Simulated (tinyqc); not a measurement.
Worked calculation: thermal boundary conductance by the acoustic and diffuse mismatch models. Computed by tinyqc, a small Python program that keeps every step. Command: `OMP_NUM_THREADS=1 python tinyqc.py 3029657 3029658 out.jsonl kapitza walk`. One thread of a shared host (Intel(R) Xeon(R) Processor @ 2.30GHz), about 0.01 s of CPU time with the checks. Intermediate numbers are printed to about 7 digits and carried at full precision; extremes and crossings named in words are read from the listed rows.

Each side has one longitudinal and two transverse Debye branches, omega = v q up to q_D = (6 pi^2 n)^(1/3), with n counting all atoms. Scattering at the interface is elastic. Electrons are left out of G, also for metals. Melting is ignored. G refers to the temperatures of the phonons sent towards the interface. Linear branches over all atoms overstate G at high T, most for crystals with several atoms a cell.

Inputs (values chosen for the exercise, modelled on germanium (side 1) and gallium nitride (side 2)): density rho_1 = 5.28 g/cm^3; longitudinal velocity vL_1 = 5450 m/s; transverse velocity vT_1 = 3300 m/s; atom density n_1 = 43.6 1/nm^3; conductivity kappa_1 = 58.8 W/(m K); density rho_2 = 6.13 g/cm^3; longitudinal velocity vL_2 = 7700 m/s; transverse velocity vT_2 = 4250 m/s; atom density n_2 = 85.7 1/nm^3; conductivity kappa_2 = 198 W/(m K); temperature T = 20 K; thickness d_1 = 800 nm; thickness d_2 = 240000 nm; heat flux J = 0.64 kW/cm^2.

Structure: film on a substrate.

Constants: hbar = 1.054571817e-34 J s; k_B = 1.380649e-23 J/K.

## Cut-off frequencies and impedances

omega_c = v q_D for each branch, given as hbar omega_c/k_B; impedance Z = rho v.

Branches:
```
branch     v (m/s)  cut-off (K)  Z (1e6 kg/(m^2 s))
L, side 1     5450      571.086             28.7760
T, side 1     3300      345.795             17.4240
L, side 2     7700     1010.712             47.2010
T, side 2     4250      557.861             26.0525
```

## Acoustic mismatch: transmission of each branch

No mode conversion. t(theta) = 4 Z_1 Z_2 cos(theta_1) cos(theta_2)/N^2, with N = Z_2 cos(theta_1) + Z_1 cos(theta_2) for L (the form for pressure waves) and N = Z_1 cos(theta_1) + Z_2 cos(theta_2) for both T branches (the form for shear waves polarised along the interface); sin(theta_2) = (v_2/v_1) sin(theta_1), and t = 0 beyond the critical angle arcsin(v_1/v_2); the mean over the incoming flux is alpha = 2 int t sin(theta_1) cos(theta_1) d theta_1 (64 Gauss-Legendre points).

Transmission:
```
branch  t at normal incidence  largest angle from side 1 (deg)  alpha, 1 to 2  alpha, 2 to 1
L                   0.9411901                         45.05557      0.4179170      0.8342160
T                   0.9606122                         50.93855      0.5830459      0.9670585
```

For L waves from side 1 the critical cone of 45 degrees bounds the transmission; the mean is 0.42 against 0.94 at normal incidence. For T waves from side 1 the critical cone of 51 degrees bounds the transmission; the mean is 0.58 against 0.96 at normal incidence.

## Diffuse mismatch: transmission at low frequency

A phonon forgets its side and branch: alpha(1 to 2) = S_2/(S_1 + S_2), S_i = 1/vL_i^2 + 2/vT_i^2.

S_1 = 2.173219e-07 s^2/m^2

S_2 = 1.275929e-07 s^2/m^2

diffuse alpha, 1 to 2 = 0.3699258

## Boundary conductance

G = (k_B^4 T^3/(8 pi^2 hbar^3)) int W(x) x^4 e^x/(e^x - 1)^2 dx, x = hbar omega/(k_B T). Acoustic mismatch: W = sum over the three branches of alpha(1 to 2)/v_1^2, each up to the lower of its two cut-offs. Diffuse mismatch: W = S_1 S_2/(S_1 + S_2), where S_i sums 1/v^2 over the branches of side i still below their cut-off. Radiation limit: W = min(S_1, S_2). The integral is split at the four cut-offs (64 Gauss-Legendre points a piece, x at most 45). Boundary resistance R = 1/G and Kapitza length kappa_2/G use the diffuse value.

G, acoustic mismatch = 9.877376 MW/(m^2 K)

G, diffuse mismatch = 6.554685 MW/(m^2 K)

G, radiation limit = 10.40294 MW/(m^2 K)

boundary resistance R = 152.5626 m^2 K/GW

Kapitza length in side 2 = 30207.40 nm

The diffuse value is 0.66 times the acoustic one and 63 % of the radiation limit. Diffuse scattering lowers G here: it sends back a share of the phonons that specular transmission lets pass. Caution: kappa_2 is of room-temperature size, so the Kapitza length is only nominal at this T.

## Conductance against temperature

The formulas are those given above.

G (MW/(m^2 K)):
```
T (K)  acoustic mismatch  diffuse mismatch  radiation limit
2            0.009878564       0.006555281       0.01040398
5              0.1543526         0.1024263        0.1625622
10              1.234821         0.8194101         1.300498
20              9.877376          6.554685         10.40294
40              74.61446          50.20522         79.33700
80              326.8147          249.9442         380.2277
150             632.7307          562.7040         821.9766
300             830.2705          798.2026         1143.759
600             897.3266          882.7458         1258.002
1000            912.8962          902.6635         1284.841
```

All three follow T^3 at the cold end (exponent 3.00 for the diffuse model) and flatten at high T (exponent 0.04 at the hot end); the lowest cut-off is 346 K. The ratio of diffuse to acoustic goes from 0.66 to 0.99. The plateau is set by the frequencies that both sides share.

## Temperature rise through the stack

In series: Delta T = J (d_1/kappa_1 + R + d_2/kappa_2), with bulk conductivities in the layers and one-dimensional flow.

temperature drops (K): film 0.08707483, interface 0.9764009, substrate 7.757576

total rise Delta T = 8.821052 K

interface share of film plus interface = 0.9181224

The substrate takes the largest drop, 88 % of the total. Caution: the rise is not small against T, so constant conductivities fail; a rise of thousands of kelvin would destroy the stack. Caution: the conductivities are of room-temperature size; at this T real values can differ much and free paths can be long. Caution: R from emitted-phonon temperatures is too large for use in series with Fourier layers, by up to a factor of about 2.

Checks made by the program: detailed balance alpha_12/v_1^2 = alpha_21/v_2^2 (relative difference below 1e-10); low-temperature limit G = pi^2 k_B^4 T^3 alpha S_1/(30 hbar^3) (relative difference below 1e-10).
